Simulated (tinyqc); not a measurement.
Worked calculation: Pariser-Parr-Pople SCF with singles CI, for the molecule C=CC1=CC(O)=C1 (SMILES; centres numbered as the heavy atoms are written). Computed by tinyqc, a small Python program that keeps every step. Settings: charge = 0, gamma = Ohno, start = huckel, damping = 0.3, iteration cap = 56, excitations kept = 6. Command: `OMP_NUM_THREADS=1 python tinyqc.py 22946 22947 out.jsonl` (the two numbers bound the seeds that draw the settings). One thread of a shared host (Intel(R) Xeon(R) Processor @ 2.60GHz), about 0.01 s of CPU time with the checks.

Centres (angstrom, eV; a flat drawing with bonds scaled to 1.40 angstrom):
```
centre          x          y  core charge z          W   gamma_rr
1C      -2.785000   0.581000              1   9.580000  11.620000
2C      -1.892000  -0.497000              1   9.580000  11.620000
3C      -0.512000  -0.263000              1   9.580000  11.620000
4C       0.630000  -1.073000              1   9.580000  11.620000
5C       1.440000   0.069000              1   9.580000  11.620000
6O       2.820000   0.304000              2  29.930000  20.620000
7C       0.298000   0.879000              1   9.580000  11.620000
```

Resonance integrals (eV):
```
i  j       beta
1  2  -2.390000
2  3  -2.390000
3  4  -2.390000
4  5  -2.390000
5  6  -2.270000
5  7  -2.390000
7  3  -2.390000
```

Stop when output and input P, before any damping, agree to 1e-7.

Course of the cycle:
```
iteration         E (eV)  largest |P(out) - P(in)|
1          -101.71336921                  7.48e-01
2          -105.34579280                  2.42e-01
3          -106.45649861                  8.51e-02
4          -106.81965650                  4.31e-02
5          -106.94052101                  2.39e-02
6          -106.98105843                  1.34e-02
7          -106.99480267                  7.52e-03
8          -106.99958747                  4.42e-03
9          -107.00137707                  4.19e-03
10         -107.00217619                  4.16e-03
11         -107.00266463                  4.25e-03
...                  ...                       ...
46         -107.12850040                  1.41e-02
47         -107.13546718                  1.41e-02
48         -107.14212399                  1.41e-02
49         -107.14841780                  1.39e-02
50         -107.15430776                  1.36e-02
51         -107.15976568                  1.33e-02
52         -107.16477579                  1.29e-02
53         -107.16933386                  1.24e-02
54         -107.17344581                  1.19e-02
55         -107.17712604                  1.14e-02
56         -107.18039560                  1.08e-02
```

Can the last value be used, and what does the course show?

Not by the stop rule. Not converged within 56 iterations: the residual falls in a zigzag, on average by a factor of about 0.98 a step. Reruns (cap 100 unless said): damping 0.5: not converged; damping 0: not converged; the original settings with a cap of 400: converged in 179 (E = -107.20066).
